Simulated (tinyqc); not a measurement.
Plane-wave Kohn-Sham cycle with exchange-only LDA in a layered model solid, step by step. One step of it, computed by the program tinyqc.

Task: Iteration 2: levels at that k. Diagonalise the Hermitian matrix.

H (hartree), lower triangle:
```
           -2         -1         +0         +1        +2
-2   0.764748
-1  -0.107386  -0.136421
+0  -0.001171  -0.107386  -0.316655
+1   0.000104  -0.001171  -0.107386   0.224046
+2  -0.000003   0.000104  -0.001171  -0.107386  1.485683
```

Give: eigenvalues.

Result:

eigenvalues (hartree): -0.385  -0.103  0.237  0.777  1.495
